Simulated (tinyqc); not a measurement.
What each parameter does: Shockley state of an s-p chain by decimation.

Each site has s at -d/2 and p at +d/2: H0 = diag(-d/2, d/2). The block to the next site on the right is H1 = [[-ts, u], [-u, tp]] (rows s, p of site n; columns s, p of site n + 1). Bulk: H(k) = [[-d/2 - 2 ts cos k, 2i u sin k], [-2i u sin k, d/2 + 2 tp cos k]]. The bands are inverted at k = pi if d < 2 (ts + tp).

Decimation (Sancho-Rubio) at z = E + i eta: start with es = e = H0, A = H1, B = H1^T. Each round forms g = (z - e)^-1 and sets es += A g B, e += A g B + B g A, A = A g A, B = B g B, doubling the length covered. Stop when all |A| < 1e-10. Surface G = (z - es)^-1, bulk G = (z - e)^-1; densities -Im tr G/pi.

Inputs chosen for the exercise:
- d = 1.97 eV (Ep - Es)
- ts = 1.1 eV (s-s hopping)
- tp = 0.74 eV (p-p hopping)
- u = 1.26 eV (s-p hopping)
- E = -0.08 eV (energy)
- eta = 0.05 eV (broadening)

Gap edges from 201 k points between 0 and pi, and the surface density at E by decimation.

One parameter was then changed.

Results before and after:
```
case     top of lower band (eV)  bottom of upper band (eV)  surface density (1/eV)
base                    -0.4950                     1.2150                  0.1503
changed                 -0.4950                     1.4350                  0.1186
```

Which of these changes was made? (a) u = 1.386 eV; (b) tp = 0.814 eV; (c) ts = 1.21 eV; (d) eta = 0.1 eV; (e) d = 2.167 eV.

Answer: (c) ts = 1.21 eV. Of the candidates, run in turn, only this one gives the changed row.

All candidates:
```
case           top of lower band (eV)  bottom of upper band (eV)  surface density (1/eV)
base                          -0.4950                     1.2150                  0.1503
d = 2.167 eV                  -0.3965                     1.1165                  0.1232
ts = 1.21 eV                  -0.4950                     1.4350                  0.1186
tp = 0.814 eV                 -0.6430                     1.2150                  0.2173
u = 1.386 eV                  -0.4950                     1.2150                  0.1474
eta = 0.1 eV                  -0.4950                     1.2150                  0.2749
```

The base chain is inverted, so a surface state lies in the gap; E lies in the gap.

(tinyqc, `OMP_NUM_THREADS=1 python tinyqc.py 1451993 1451994 out.jsonl`, Intel(R) Xeon(R) Processor @ 2.30GHz, 1 thread, shared host, about 0.3 s.)
